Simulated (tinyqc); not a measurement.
## Frequency dispersion of an accumulation capacitance by border traps, distributed model: effect of the semiconductor capacitance in accumulation

Traps spread evenly through the insulator exchange electrons with the semiconductor by tunnelling, with tau(x) = t0 exp(2 ka x) at depth x from the interface. The admittance per area Y seen at depth x obeys dY/dx = -Y^2/(i w eps0 eox) + q Nb ln(1 + i w tau)/tau, with Y(0) = i w Cs and w = 2 pi f; the gate sees Y(tox) = G + i w C. Working variable y = Y/(i w), in uF/cm^2. Cox = eps0 eox/tox.

Cox; trap-free value 1/(1/Cox + 1/Cs); response depth d = ln(1/(w t0))/(2 ka), where w tau = 1; lumped estimate: all traps within d act as C_bt = q Nb d placed at d/2, so C = 1/{1/[1/(1/Cs + d/(2 eps0 eox)) + C_bt] + (tox - d/2)/(eps0 eox)}. C and G from a fine integration; dispersion -d C/d log10 f over C, from f times and over 1.1. For a broad spread of time constants G/w is close to -(pi/2) dC/d ln w.

Parameters, values chosen for the exercise; permittivity close to that of aluminium oxide: relative permittivity of the insulator eox = 8.34; insulator thickness tox = 7.8 nm; density of border traps Nb = 5.1e18 cm^-3 eV^-1; decay constant of the wave function in the insulator ka = 5.9 1/nm; time constant of a trap at the interface t0 = 4e-10 s; frequency f = 1e5 Hz.

Constants: q = 1.602176634e-19 C, eps0 = 8.8541878128e-14 F/cm where lengths are in cm. Results are converted to the units shown.

The same in every row: d (nm) = 0.7024.

Results:
```
Cs (uF/cm^2),C (uF/cm^2),G/w (uF/cm^2),dispersion (% a decade),-(pi/2) dC/d ln w (uF/cm^2),lumped C (uF/cm^2),trap-free C (uF/cm^2)
0.2,0.2077,0.007010,4.946,0.007009,0.2032,0.1651
0.39,0.3084,0.005440,2.585,0.005439,0.3049,0.2762
0.75,0.4394,0.003694,1.232,0.003694,0.4370,0.4185
1.4,0.5766,0.002228,0.5663,0.002228,0.5752,0.5648
2.8,0.7129,0.001137,0.2337,0.001136,0.7121,0.7075
10,0.8660,3.467e-4,0.05840,3.450e-4,0.8658,0.8648
20,0.9046,2.202e-4,0.03539,2.184e-4,0.9044,0.9039
```

Estimate the missing row, Cs = 5.4 uF/cm^2.

Computed row:
```
Cs (uF/cm^2),C (uF/cm^2),G/w (uF/cm^2),dispersion (% a decade),-(pi/2) dC/d ln w (uF/cm^2),lumped C (uF/cm^2),trap-free C (uF/cm^2)
5.4,0.8079,5.925e-4,0.1073,5.912e-4,0.8075,0.8055
```

With this row back in the table: As Cs goes from 0.2 to 20, C rises from 0.208 to 0.905 uF/cm^2, the dispersion falls from 4.95 to 0.0354 % a decade and G/w falls from 0.00701 to 2.20e-4 uF/cm^2. The lumped estimate is 2.2 % below C in the first row and 0.020 % below it in the last. The same traps disperse C more when Cs is small, since they then add to the weaker series term.

tinyqc, about 0.5 s, one thread, Intel Xeon 2.30GHz (shared host): `OMP_NUM_THREADS=1 python tinyqc.py 2202129 2202130 out.jsonl`
